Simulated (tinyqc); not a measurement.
Self-consistent Fermi level with native defects, at growth and after a quench: one step, computed by the program tinyqc.

Energies are counted from the top of the valence band (VBM); when the gap shrinks with temperature the conduction band moves and the levels stay. The added dopant is taken as fully ionised. D and A draw on one reservoir with opposite signs, as the two vacancies of a compound do.

Problem. Equilibrium at growth. n = N_c F_1/2((E_F - E_g)/k_B T), p = N_v F_1/2(-E_F/k_B T). F_1/2(eta) = (2/sqrt(pi)) int_0^infinity sqrt(x)/(1 + exp(x - eta)) dx, by the trapezoid rule in t = sqrt(x) with step 0.02 up to t = 12 (for eta < -12 by exp(eta) - exp(2 eta)/2^(3/2)). In equilibrium c_q = N_s exp(-(E_f(q, 0) + q E_F)/k_B T). Net charge = p - n + sum q c_q + N_X; the log ratio is ln(positive charge/negative charge). E_F is the root of the log ratio, by 50 bisections between -0.5 eV and E_g + 0.5 eV.

Inputs (values chosen for the exercise, for a model semiconductor): site density N_s = 3.1e+22 cm^-3; dopant density N_X = 4.2e+19 cm^-3; growth temperature T_g = 1340 K.

Added shallow dopant: donor.

E_g(T_g) = 1.6884 eV

N_c(T_g) = 2.703383e+20 cm^-3

N_v(T_g) = 1.030185e+20 cm^-3

k_B T_g = 0.1154723 eV

E_f(q, E_F = 0) (eV): D(+3) -1.593, D(+2) -0.353, D(+1) 1.057, D(0) 2.557, A(0) 3.080, A(-1) 3.293, A(-2) 4.393

Give: E_F at growth; n at growth; p at growth; Defects at growth; total D; total A.

Solution.

E_F at growth = 1.479 eV

n at growth = 4.175e+19 cm^-3

p at growth = 2.821e+14 cm^-3

Defects at growth:
```
state  E_f (eV)  c (cm^-3)
D(+3)     2.844  6.240e+11
D(+2)     2.605  4.943e+12
D(+1)     2.536  8.984e+12
D(0)      2.557  7.489e+12
A(0)      3.080  8.080e+10
A(-1)     1.814  4.664e+15
A(-2)     1.435  1.242e+17
```

total D = 2.204e+13 cm^-3

total A = 1.289e+17 cm^-3

The largest part of the positive charge comes from the dopant (100 %) and that of the negative charge from electrons (99 %).
